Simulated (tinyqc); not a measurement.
Lorentz oscillators and the Kramers-Kronig relations: one step. Optical constants. Three cases, with inputs chosen for the exercise.

Question. Convert eps at the photon energy E into the optical constants.

n + i k = sqrt(eps1 + i eps2) with k >= 0; R = ((n - 1)^2 + k^2)/((n + 1)^2 + k^2) at normal incidence from vacuum; alpha = 2 E k/(hbar c), times 1e8 for 1/cm; loss function Im(-1/eps) = eps2/(eps1^2 + eps2^2).

Constants: hbar c = 1973.269805 eV angstrom.

Give: n; k; R; alpha; loss function; vacuum wavelength hc/E (hc = 1239.841984 eV nm).

Case 1.

Values chosen: E = 12.07 eV (photon energy).
eps(E) = -0.559073+0.411903i

Answer.

n = 0.2601
k = 0.7917
R = 0.5301
alpha = 9.68e+05 1/cm
loss function = 0.8542
vacuum wavelength hc/E (hc = 1239.841984 eV nm) = 102.7 nm

The intensity falls to 1/e within 10.3 nm. eps1 is negative, so k exceeds n, as in a metal below its plasma energy; R is 0.53.

Case 2.

Values chosen (out of a larger set: line positions loosely like those of GaAs; Lorentz tails absorb below the gap, where the real solid is clear; not measured data): E = 5.13 eV (photon energy).

eps(E) = -10.996630+25.671472i

Answer.

n = 2.9095
k = 4.4116
R = 0.6651
alpha = 2.29e+06 1/cm
loss function = 0.0329
vacuum wavelength hc/E (hc = 1239.841984 eV nm) = 241.7 nm

The intensity falls to 1/e within 4.36 nm. eps1 is negative, so k exceeds n, as in a metal below its plasma energy; R is 0.67.

Case 3.

Values chosen: E = 5.14 eV (photon energy).
eps(E) = -14.747550+8.257052i

Answer.

n = 1.0378
k = 3.9780
R = 0.7922
alpha = 2.07e+06 1/cm
loss function = 0.0289
vacuum wavelength hc/E (hc = 1239.841984 eV nm) = 241.2 nm

The intensity falls to 1/e within 4.83 nm. eps1 is negative, so k exceeds n, as in a metal below its plasma energy; R is 0.79.

Computed by tinyqc, one run a case: `OMP_NUM_THREADS=1 python tinyqc.py N N+1 out.jsonl` with N = 1652215, 1652402, 1652418; one thread of a shared Intel(R) Xeon(R) Processor @ 2.30GHz, about 0.2 s a run at most.
